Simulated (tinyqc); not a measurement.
Kane-Mele model of a buckled honeycomb layer in a normal field: one step. Levels and curvature at distance q.

Sublattices A and B lie at +/-b, so the field gives them the energies +/-D, D = e b Ez (in eV for b in angstrom and Ez in V/angstrom); 2 lam is the gap at zero field. Near the valleys tau = +/-1, for spin sz = +/-1: H = hbar v (tau qx sx + qy sy) + m sz_AB with m = D - tau sz lam, hbar v = (sqrt3/2) a t. On the lattice the spin-orbit term is the second-neighbour hopping i (lam/3 sqrt3) nu sz, nu = +/-1 by the sense of the turn. The filled band of one cone contributes tau sign(m)/2 to the Chern number, in the sense Omega = curl of i<u|grad u>. Rashba terms are left out.

Parameters, chosen for this exercise (out of a larger set: of the size used for silicene; not measured data): q = 0.0028 1/angstrom (distance from K along x).

Flavours:
```
tau,sz,m (meV),gap (meV),mass (m0),share of C
1,1,6.96000,13.92000,0.0015103,0.500
1,-1,16.96000,33.92000,0.0036803,0.500
-1,1,16.96000,33.92000,0.0036803,-0.500
-1,-1,6.96000,13.92000,0.0015103,-0.500
```

hbar v = 5.925779 eV angstrom

Question. E = sqrt(m^2 + (hbar v q)^2); curvature of the filled band Omega = tau (hbar v)^2 m/(2 E^3).

Give: At q.

Answer.

At q:
```
tau,sz,E (meV),Omega (angstrom^2)
1,1,17.993,2.098e+04
1,-1,23.726,2.229e+04
-1,1,23.726,-2.229e+04
-1,-1,17.993,-2.098e+04
```

In each valley the two spins differ by 5.734 meV, with opposite order in the other valley.

tinyqc: `OMP_NUM_THREADS=1 python tinyqc.py 1482319 1482320 out.jsonl`; about 0.01 s, one thread, shared Intel(R) Xeon(R) Processor @ 2.30GHz.
